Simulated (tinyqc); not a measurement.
Read current of a NAND string, cells in series solved by shooting: one step of the calculation.

Cells in series, numbered from 0 at the source line (0 V) to the bit line, each followed by a gap resistance Rg. A cell with gate Vg, threshold VT, source Vs and drain Vd passes I = 2 nf K Vt^2 [F(Vs) - F(Vd)]/(1 + th max(Vg - VT, 0)), F(V) = ln^2(1 + exp((Vg - VT - nf V)/(2 nf Vt))). The selected cell has Vg = Vr, the others Vg = Vp.

Task. Node voltages for a trial current. For a trial current I start at 0 V and, cell by cell (the selected one is cell 1), solve for the drain: sqrt(F(Vd)) = sqrt(F(Vs) - I/k), k = 2 nf K Vt^2/(1 + th max(Vg - VT, 0)), Vd = [Vg - VT - 2 nf Vt ln(exp(sqrt F) - 1)]/nf, then add I Rg.

Parameters, values chosen for the exercise; values of the order met in vertical NAND strings: temperature T = 300 K; gain factor of a cell K = 7.5 uA/V^2; slope factor nf = 2; mobility reduction factor th = 0.18 1/V; resistance of the gap between cells Rg = 11 kohm; bit-line voltage Vbl = 0.5 V; pass voltage Vp = 7.3 V; read voltage on the selected word line Vr = 4.37 V.

Constants: q = 1.602176634e-19 C, kB = 1.380649e-23 J/K, Vt = kB T/q. Results are converted to the units shown.

first trial current = 0.95 uA
thresholds from the source end, cell 0 to 4 (V): -1.8  2.6  3.3  3.3  -1.8

Find: node voltage after each cell and gap, trial 1.

Result.

node voltage after each cell and gap, trial 1, cell 0 to 4 (V): 0.04732  0.1642  0.2350  0.3083  0.3583

Computed by the program tinyqc: `OMP_NUM_THREADS=1 python tinyqc.py 2142214 2142215 out.jsonl`, one thread of a shared Intel Xeon 2.30GHz, about 0.6 s for the whole run.
